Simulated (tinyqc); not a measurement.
Strain-driven crossing of the Gamma and L valleys in a germanium-like crystal alloyed with tin: sweeps and comparisons. A value that a table varies takes the place of the one given here.

Biaxial loads: e0 is the in-plane strain e_par and the normal is free. (001): e_perp = -2 (C12/C11) e_par; exx = eyy = e_par, ezz = e_perp, no shear. (111): e_perp = -(2 C11 + 4 C12 - 4 C44)/(C11 + 2 C12 + 4 C44) e_par; exx = eyy = ezz = (2 e_par + e_perp)/3 and exy = eyz = ezx = (e_perp - e_par)/3. (110): e_perp = -(C11 + 3 C12 - 2 C44)/(C11 + C12 + 2 C44) e_par; exx = eyy = (e_par + e_perp)/2, ezz = e_par, exy = (e_perp - e_par)/2, eyz = ezx = 0. Uniaxial loads: a stress along n, scaled so that n.e.n = e0, with exx = s11 sxx + s12 (syy + szz), exy = s44 sxy/2, s11 = (C11 + C12)/((C11 - C12)(C11 + 2 C12)), s12 = -C12/((C11 - C12)(C11 + 2 C12)), s44 = 1/C44.

Edges from the unstrained valence top: Gamma at Eg + ac tr(e); an L valley with unit axis u at EgL + aL tr(e) + XuL (u.e.u - tr(e)/3), u along [111], [1-1-1], [-11-1], [-1-11]; valence edges are the levels of the 6 x 6 matrix of X, Y, Z times spin with -Dso/3 + l exx + m (eyy + ezz) on the diagonal (cyclic), n exy off it, l = av + 2 b, m = av - b, n = sqrt(3) d. Spin-orbit term (Dso/3) L.sigma on X, Y, Z with (L_k)_ij = -i epsilon_kij: <X+|H|Y+> = -i Dso/3, <X+|H|Z-> = Dso/3, <Y+|H|Z-> = -i Dso/3, <Z+|H|X-> = -Dso/3, <Z+|H|Y-> = i Dso/3, <X-|H|Y-> = i Dso/3, and their conjugates; + and - are the spin along z.

With tin the unstrained gaps become E(y) = (1 - y) E + y EgS - CS y (1 - y); all other values are kept.
Constants: kB = 8.617333262e-05 eV/K.

Parameters, chosen for this exercise (near those of Ge, gaps at low temperature; the results hold for these values, not for the real material):
- Eg = 0.906 eV (gap at Gamma to the s-like level)
- EgL = 0.734 eV (gap to L)
- Dso = 0.286 eV (spin-orbit splitting)
- ac = -8.08 eV (conduction deformation potential)
- av = 1.24 eV (valence hydrostatic potential)
- b = -2.59 eV (tetragonal shear potential)
- d = -5.31 eV (trigonal shear potential)
- aL = -1.38 eV (hydrostatic potential of the L edge, Xd + Xu/3)
- XuL = 15.82 eV (uniaxial potential, L)
- y = 0.096 (tin fraction)
- EgS = (-0.415, 0.104) eV (Gamma and L gaps of the tin end)
- CS = (1.91, 0.87) eV (bowing of the Gamma and L gaps)
- C11 = 127.1 GPa
- C12 = 49.2 GPa
- C44 = 67.4 GPa
- load = uniaxial [110] (kind of strain)
- mG = 0.0427 m0 (mass at Gamma)
- mL = 0.571 m0 (density-of-states mass of the four L valleys together)
- T = 77 K (temperature)
- e0 = 0.0054 (size of the strain)

## Which strain makes the gap direct

For tension the difference Gamma minus lowest L is linear in e0; slope per 1 % and the e0 at which it vanishes (a dash: no crossing below 15 %), with the gap there.

Results:

| load | slope (meV per 1 %) | crossing e0 (%) | gap at the crossing (eV) |
|---|---|---|---|
| biaxial (001) | -82.1 | 0.19 | 0.583 |
| biaxial (110) | -27.4 | 0.56 | 0.505 |
| biaxial (111) | 34.7 | - | - |
| uniaxial [100] | -29.6 | 0.52 | 0.575 |
| uniaxial [111] | -5.7 | 2.73 | 0.342 |
| uniaxial [110] | 12.8 | - | - |

What can be read from the table?

The smallest strain is needed for biaxial (001) (0.19 %), then uniaxial [100] (0.52 %). No crossing below 15 % is found for biaxial (111) and uniaxial [110]: shear splits the L valleys and pulls the lowest down as fast as or faster than Gamma. Loads without off-diagonal strain, (001) and [100], gain (ac - aL) tr(e) = -67 meV per 1 % of volume. For uniaxial [111] the slope is a near cancellation, so terms beyond this linear model decide.

## Sweep of a uniaxial [110] strain

The valence splitting is the distance of the top two edges. Share in Gamma = mG^(3/2)/(mG^(3/2) + (mL^(3/2)/4) sum_i exp(-(E_Li - E_Gamma)/kT)).

Results:

| e0 (%) | direct gap (eV) | indirect gap (eV) | Gamma - L (meV) | valence splitting (meV) | share in Gamma (%) |
|---|---|---|---|---|---|
| -1.68 | 0.631 | 0.458 | 173 | 135 | 1.88e-11 |
| -0.64 | 0.624 | 0.548 | 76 | 48 | 4.66e-05 |
| 0.40 | 0.577 | 0.556 | 21 | 27 | 0.184 |
| 1.44 | 0.480 | 0.446 | 34 | 84 | 0.0247 |
| 2.48 | 0.383 | 0.335 | 47 | 124 | 0.00330 |
| 3.52 | 0.284 | 0.223 | 61 | 152 | 0.000441 |
| 4.56 | 0.184 | 0.110 | 74 | 175 | 5.90e-05 |
| 5.60 | 0.084 | -0.003 | 87 | 195 | 7.89e-06 |

What does this show, and why?

The gap stays indirect over the sweep. This load splits the L valleys, and the lowest set changes where e0 changes sign, which bends the column Gamma - L. The direct gap goes from 0.631 to 0.084 eV; of that change -0.136 eV comes from the rise of the valence top through the shear terms and the rest from the volume. The share in Gamma goes from 1.88e-11 to 7.89e-06 %, with a peak of 0.184 % at e0 = 0.40 % among these rows. Gaps near or below zero lie outside this linear model. Beyond about 3 % terms of second order in the strain, left out here, matter.

## What each parameter does

Direct gap, Gamma minus the lowest L edge and the valence splitting. Each row changes one parameter from the base and keeps the others.

Results:

| case | direct gap (eV) | Gamma - L (meV) | valence splitting (meV) |
|---|---|---|---|
| base | 0.5638 | 22.3 | 35.7 |
| C44 = 57.29 GPa | 0.5661 | 26.4 | 35.9 |
| XuL = 13.447 eV | 0.5638 | 18.0 | 35.7 |
| aL = -1.587 eV | 0.5638 | 23.0 | 35.7 |
| av = 1.054 eV | 0.5644 | 22.3 | 35.7 |
| C12 = 56.58 GPa | 0.5656 | 23.5 | 36.8 |
| e0 = 0.00459 | 0.5713 | 21.3 | 30.6 |
| ac = -6.868 eV | 0.5678 | 26.3 | 35.7 |

What can be read from the table?

The largest shifts from the base row, up to three for each result and ties (the steps differ in size, so this ranks the rows, not the parameters). direct gap (eV): e0 +0.0075, ac +0.0040, C44 +0.0023; unchanged at the printed digits by XuL and aL. Gamma - L (meV): XuL -4.3, C44 +4.1, ac +4.0; unchanged at the printed digits by av. valence splitting (meV): e0 -5.0, C12 +1.1, C44 +0.3; unchanged at the printed digits by XuL, aL, av and ac.

tinyqc: `OMP_NUM_THREADS=1 python tinyqc.py 1050469 1050470 out.jsonl`; about 0.01 s, one thread, shared Intel(R) Xeon(R) Processor @ 2.30GHz.
